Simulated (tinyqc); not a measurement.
Inside a calculation. Model: short-channel transistor, virtual-source model with series resistance.

tinyqc, about 0.01 s, one thread, Intel Xeon 2.30GHz (shared host): `OMP_NUM_THREADS=1 python tinyqc.py 2380108 2380109 out.jsonl` Printed values are rounded.

The current per gate width is the charge at the top of the source barrier (the virtual source) times its velocity times a saturation function; al and be are fitting constants of the model. Units: I in uA/um, Rs in ohm um, so I Rs = 1e-6 I Rs in volts; Q in uC/cm^2, so I = 1e-4 Q vx0 Fsat with vx0 in cm/s.

Inputs (values chosen for the exercise): temperature T = 300 K; inversion capacitance Cinv = 1.31 uF/cm^2; velocity at the virtual source vx0 = 7.04e6 cm/s; apparent mobility mu = 170 cm^2/(V s); channel length L = 45 nm; threshold at zero drain voltage VT0 = 0.32 V; drain-induced barrier lowering dl = 0.027 V/V; subthreshold factor n0 = 1.07; growth of n with drain voltage nd = 0 1/V; threshold shift (in units of Vt) from weak to strong inversion al = 3.5; sharpness of saturation be = 1.8; series resistance of each contact Rs = 200 ohm um; gate voltage Vgs = 0.9 V; drain voltage Vds = 0.9 V.

Constants: q = 1.602176634e-19 C, kB = 1.380649e-23 J/K, Vt = kB T/q. Results are converted to the units shown.

## Iteration 1: current through the series resistance

I at the start = 0 uA/um

Intrinsic voltages Vg' = Vgs - I Rs, Vd' = Vds - 2 I Rs. n = n0 + nd Vd', VT = VT0 - dl Vd', Ff = 1/(1 + exp((Vg' - VT + al Vt/2)/(al Vt))), Q = Cinv n Vt ln(1 + exp((Vg' - VT + al Vt Ff)/(n Vt))), Vdsat = (vx0 L/mu)(1 - Ff) + Vt Ff, Fsat = u/(1 + u^be)^(1/be) with u = Vd'/Vdsat, and I(out) = Q vx0 Fsat per width. (Fsat takes the sign of u.) I(new) = I + 0.3 (I(out) - I).

Vg' = 0.9 V
Vd' = 0.9 V
VT = 0.2957 V
Ff = 7.62095e-4
Q = 0.791723 uC/cm^2
Vdsat = 0.186231 V
Fsat = 0.968820
I(out) = 539.994 uA/um
I after iteration 1 = 161.998 uA/um

## Iteration 2: current through the series resistance

As before.

Vg' = 0.867600 V
Vd' = 0.835201 V
VT = 0.297450 V
Ff = 0.00111113
Q = 0.747029 uC/cm^2
Vdsat = 0.186175 V
Fsat = 0.964570
I(out) = 507.275 uA/um
I after iteration 2 = 265.581 uA/um

## Iteration 3: current through the series resistance

As before.

Vg' = 0.846884 V
Vd' = 0.793767 V
VT = 0.298568 V
Ff = 0.00141397
Q = 0.718461 uC/cm^2
Vdsat = 0.186126 V
Fsat = 0.961371
I(out) = 486.258 uA/um
I after iteration 3 = 331.784 uA/um

## Course of the iteration: current through the series resistance

Stop when I changes by less than 1e-7 uA/um, or after 80 iterations.

Course of the iteration:
```
iteration,I (uA/um),|change| (uA/um)
1,161.998,162
2,265.581,104
3,331.784,66.2
4,374.083,42.3
5,401.102,27.0
6,418.359,17.3
7,429.379,11.0
8,436.416,7.04
9,440.909,4.49
...,...,...
41,448.846,2.62e-6
42,448.846,1.67e-6
43,448.846,1.07e-6
44,448.846,6.81e-7
45,448.846,4.35e-7
46,448.846,2.78e-7
47,448.846,1.77e-7
48,448.846,1.13e-7
49,448.846,7.22e-8
```

Converged in 49 iterations. At the end each change is about 0.64 times the one before: linear convergence.

## What the series resistance costs

converged I = 448.846 uA/um
I0 = 539.994 uA/um

Intrinsic voltages Vg' = Vgs - I Rs, Vd' = Vds - 2 I Rs. n = n0 + nd Vd', VT = VT0 - dl Vd', Ff = 1/(1 + exp((Vg' - VT + al Vt/2)/(al Vt))), Q = Cinv n Vt ln(1 + exp((Vg' - VT + al Vt Ff)/(n Vt))), Vdsat = (vx0 L/mu)(1 - Ff) + Vt Ff, Fsat = u/(1 + u^be)^(1/be) with u = Vd'/Vdsat, and I = Q vx0 Fsat per width. I0 is the current for Rs = 0. Effective velocity I/Q; transit time L Q/I.

loss against I0 = 16.8794 %
effective velocity = 6.71985e6 cm/s
transit time = 0.669658 ps

The carriers leave the virtual source at 95.5 % of vx0: the device is in saturation.
